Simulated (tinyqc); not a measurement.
# Bandgap voltage reference from two bipolar transistors: effect of the temperature coefficient of both resistors

Two transistors of area 1 and N carry the same current I. Is(T) = Is (T/T0)^eta exp[(Vg0 q/kB)(1/T0 - 1/T)], VBE1 = Vt ln(I/Is(T)) + I rb, VBE2 = Vt ln(I/(N Is(T))) + I rb/N. The amplifier forces I R1(T) = VBE1 - VBE2 + Vos, with R(T) = R (1 + tc (T - T0)) for both resistors, and the output is Vref = VBE1 + I R2(T). Base currents and the Early effect are neglected.

Vt = kB T/q; I = (Vt ln N + Vos)/(R1(T) - rb (1 - 1/N)). Box coefficient: span of Vref between 233 and 398 K over its average over T and over 165 K. The last column is the R2 that gives zero slope at T0.

Parameters, values chosen for the exercise; values of the order met in silicon bipolar transistors:
```
symbol    value  unit                                                   meaning
T0          300     K                                     reference temperature
Vg0       1.189     V                      band-gap voltage extrapolated to 0 K
eta           3                  temperature exponent of the saturation current
Is      4.4e-18     A           saturation current of the unit transistor at T0
N            15                             area ratio of the second transistor
R1          2.9  kohm  resistor across which the difference of VBE falls, at T0
Vos           0    mV                                   offset of the amplifier
rb           20   ohm                  series resistance of the unit transistor
R2        21.02  kohm                                     output resistor at T0
```

Constants: q = 1.602176634e-19 C, kB = 1.380649e-23 J/K. Results are converted to the units shown.

Effect of the temperature coefficient of both resistors:
```
tc (ppm/K)	I at T0 (uA)	Vref at T0 (V)	slope at T0 (uV/K)	box coefficient (ppm/K)	R2 for zero slope (kohm)
-2000	24.30	1.270	156.3	126.3	19.10
-1000	24.30	1.270	126.5	97.51	19.46
0	24.30	1.270	96.67	70.84	19.83
1000	24.30	1.270	66.86	45.63	20.19
2000	24.30	1.270	37.04	25.64	20.56
3000	24.30	1.270	7.223	14.75	20.93
```

What does the comparison show?

As tc goes from -2000 to 3000, Vref stays at 1.270 V and the box coefficient falls from 126 to 14.8 ppm/K.

Program tinyqc, `OMP_NUM_THREADS=1 python tinyqc.py 2062174 2062175 out.jsonl`; Intel Xeon 2.30GHz, shared host, one thread, about 0.02 s.
